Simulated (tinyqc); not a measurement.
MOSFET in saturation, small-signal circuit and noise: one step of the calculation.

Bias by the inversion coefficient IC = I/Ispec (charge-based model with velocity saturation; weak inversion below 0.1, strong above 10). Common-source circuit: gm, gds, Cgs, Cgd and Cj at the inner nodes, Rg in series with the gate; quasi-static, no source or drain resistance, no gate-body capacitance, no substrate network, no induced gate noise, so fmax is an upper estimate.

Question. Current, transconductance and gain. Ispec = 2 n mu Cox (W/L) Vt^2, lc = Ls/L, gms = [sqrt((lc IC + 1)^2 + 4 IC) - 1]/[2 + lc (lc IC + 1)], gm = gms Ispec/(n Vt), gds = sg gm.

Inputs (values chosen for the exercise):
- T = 293 K (temperature)
- L = 130 nm (gate length)
- W = 80 um (total gate width)
- Cox = 2.39 uF/cm^2 (gate capacitance)
- mu = 390 cm^2/(V s) (mobility)
- n = 1.39 (slope factor)
- Ls = 10 nm (velocity-saturation length)
- sg = 0.022 (ratio gds/gm)
- IC = 28 (inversion coefficient)

Constants: q = 1.602176634e-19 C, kB = 1.380649e-23 J/K, Vt = kB T/q. Results are converted to the units shown.

Wanted: Ispec; I; gms; gm; gds; gm/I.

Answer.

Ispec = 1016.6 uA
I = 28464 uA
gms = 4.4783
gm = 129.71 mS
gds = 2.8537 mS
gm/I = 4.5572 1/V

tinyqc, about 0.01 s, one thread, Intel Xeon 2.30GHz (shared host): `OMP_NUM_THREADS=1 python tinyqc.py 2150056 2150057 out.jsonl`
